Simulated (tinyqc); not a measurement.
## Resistance of a source-drain extension with a graded tip: abruptness at a fixed junction position

y runs along the channel, the gate covers y > 0. The doping is N0 for y < y0 and N0 10^(-(y - y0)/la) beyond, uniform over the depth xj. Sheet conductance s(y) = q mu(N) max(N - Nch, 0) xj + (for y > 0) ma Cox Vo, with mu(N) = u0 + (u1 - u0)/(1 + (N/Nr)^au) and Cox = eps0 eox/tox. Current is taken as one-dimensional; depletion of the tip, spreading and the contact are left out. The metallurgical junction lies at yj, where N = Nch.

R_spacer = integral of dy/s from -Ls to 0, R_ov from 0 to yj, R_channel = (Lg - 2 yj)/(ma Cox Vo), R_total = 2 R_spacer + 2 R_ov + R_channel. Electrical length L_eff = ma Cox dR_total/d(1/Vo); R_series = R_total - L_eff/(ma Cox Vo). y0 is moved with la so that yj stays at 10.061 nm.

Inputs (values chosen for the exercise); mobility law close to that of holes in silicon: relative permittivity of the gate insulator (close to silicon dioxide) eox = 3.9; insulator thickness tox = 1.5 nm; active doping of the extension far from the gate N0 = 7e19 cm^-3; depth of the extension xj = 14 nm; channel doping Nch = 1.1e18 cm^-3; spacer length Ls = 21 nm; gate overdrive Vo = 0.62 V; mobility of the gate-induced layer ma = 72 cm^2/(V s); mobility at low doping u1 = 470.5 cm^2/(V s); mobility at high doping u0 = 44.9 cm^2/(V s); reference doping Nr = 2.23e17 cm^-3; exponent au = 0.719; gate length Lg = 40 nm.

Constants: q = 1.602176634e-19 C, eps0 = 8.8541878128e-14 F/cm where lengths are in cm. Results are converted to the units shown.

The same in every row: yj (nm) = 10.06; R_channel (ohm um) = 193.4.

Abruptness at a fixed junction position:

| la (nm/decade) | R_spacer (ohm um) | R_ov (ohm um) | R_total (ohm um) | L_eff (nm) | R_series (ohm um) |
|---|---|---|---|---|---|
| 1 | 26.33 | 17.62 | 281.3 | 21.17 | 75.33 |
| 2.3 | 26.33 | 26.00 | 298.1 | 22.51 | 79.08 |
| 3.6 | 26.33 | 34.38 | 314.8 | 23.84 | 82.82 |
| 4.9 | 26.33 | 42.76 | 331.6 | 25.18 | 86.56 |
| 6.1 | 26.54 | 50.33 | 347.2 | 26.41 | 90.21 |
| 7.4 | 29.00 | 56.98 | 365.4 | 27.63 | 96.50 |
| 8.7 | 34.15 | 62.08 | 385.9 | 28.70 | 106.6 |
| 10 | 41.78 | 66.05 | 409.1 | 29.63 | 120.8 |

As la goes from 1 to 10 nm/decade, R_total rises from 281 to 409 ohm um, R_spacer rises from 26.3 to 41.8 ohm um and R_ov rises from 17.6 to 66.0 ohm um. R_total changes on average by 14.2 ohm um for each nm/decade. L_eff exceeds the metallurgical length by 1.29 nm in the first row and 9.75 nm in the last, since the gate also controls the lightly doped tips.

tinyqc, about 0.03 s, one thread, Intel Xeon 2.30GHz (shared host): `OMP_NUM_THREADS=1 python tinyqc.py 2282001 2282002 out.jsonl`
